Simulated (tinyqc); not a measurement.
## Thermal resistances of a two-die stack

Inverse problem. Heat leaves through the lower die only, and the system is linear. Find the resistance R1 from the lower die to the coolant, R2 between the dies, and the rise of the upper die when both are powered.

Values chosen for this exercise:
```
symbol  value  unit                 meaning
P1         10     W  power of the lower die
P2        4.1     W  power of the upper die
```

rises of the lower and upper die with only the lower one powered (K): 4.6  4.6
rises of the lower and upper die with only the upper one powered (K): 1.886  2.419

Solution. With only the lower die powered no heat crosses R2, so both dies rise by P1 R1; the difference in the second test is P2 R2; rises add.

R1 = 0.460 K/W
R2 = 0.130 K/W
rise of the upper die = 7.02 K

Program tinyqc, `OMP_NUM_THREADS=1 python tinyqc.py 2162091 2162092 out.jsonl`; Intel Xeon 2.30GHz, shared host, one thread, about 0.03 s.
